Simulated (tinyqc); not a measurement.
FCI on RHF in the 3-21g basis, for H3+, spin multiplicity 1, step by step. One step of it, computed by the program tinyqc.

Question. Iteration 6 (converged): orbitals. Diagonalise F' = X^T F X, C = X C', fill 1 alpha and 1 beta electrons from the bottom; D = 2 C_occ C_occ^T. Each column has its largest component positive (the first on a tie).

converged F (hartree), lower triangle:
```
           1H 1s      1H 2s      2H 1s      2H 2s      3H 1s      3H 2s
1H 1s  -0.559324
1H 2s  -0.929592  -0.876613
2H 1s  -0.670263  -0.658536  -0.266500
2H 2s  -0.745108  -0.723506  -0.680205  -0.657018
3H 1s  -0.670263  -0.658536  -0.224357  -0.398653  -0.266500
3H 2s  -0.745108  -0.723506  -0.398653  -0.528158  -0.680205  -0.657018
```

X, lower triangle:
```
           1H 1s      1H 2s      2H 1s     2H 2s      3H 1s     3H 2s
1H 1s   1.302969
1H 2s  -0.617126   3.776801
2H 1s  -0.144036  -0.027742   1.269492
2H 2s   0.118825  -1.616830  -0.455543  2.162396
3H 1s  -0.144036  -0.027742   0.052699  0.062610   1.269492
3H 2s   0.118825  -1.616830   0.062610  0.462177  -0.455543  2.162396
```

Give: F' = X^T F X; orbital energies; coefficients C; D after iteration 6.

Answer.

F' = X^T F X (hartree), lower triangle:
```
         1        2        3        4        5       6
1   0.2513
2  -0.7009   0.1538
3  -0.4549  -0.1754   0.3528
4  -0.0935  -0.2348  -0.5519   0.0080
5  -0.4549  -0.1754   0.0947  -0.0339   0.3528
6  -0.0935  -0.2348  -0.0339  -0.1042  -0.5519  0.0080
```

orbital energies (hartree): MO1 -1.1343, MO2 -0.3379, MO3 0.0551, MO4 0.6042, MO5 0.7082, MO6 1.2315

coefficients C:
```
          MO1      MO2      MO3      MO4      MO5      MO6
1H 1s  0.3570   0.0000   0.2632  -0.6962   0.0000  -1.2111
1H 2s  0.4278   0.0000   2.9978   2.2289   0.0000   2.3952
2H 1s  0.2174   0.2879   0.0124  -0.6026  -0.8898   0.7498
2H 2s  0.0358   0.6671  -1.9925  -0.5104   1.0652  -1.3849
3H 1s  0.2174  -0.2879   0.0124  -0.6026   0.8898   0.7498
3H 2s  0.0358  -0.6671  -1.9925  -0.5104  -1.0652  -1.3849
```

D after iteration 6, lower triangle:
```
        1H 1s   1H 2s   2H 1s   2H 2s   3H 1s   3H 2s
1H 1s  0.2549
1H 2s  0.3055  0.3661
2H 1s  0.1552  0.1860  0.0945
2H 2s  0.0256  0.0307  0.0156  0.0026
3H 1s  0.1552  0.1860  0.0945  0.0156  0.0945
3H 2s  0.0256  0.0307  0.0156  0.0026  0.0156  0.0026
```
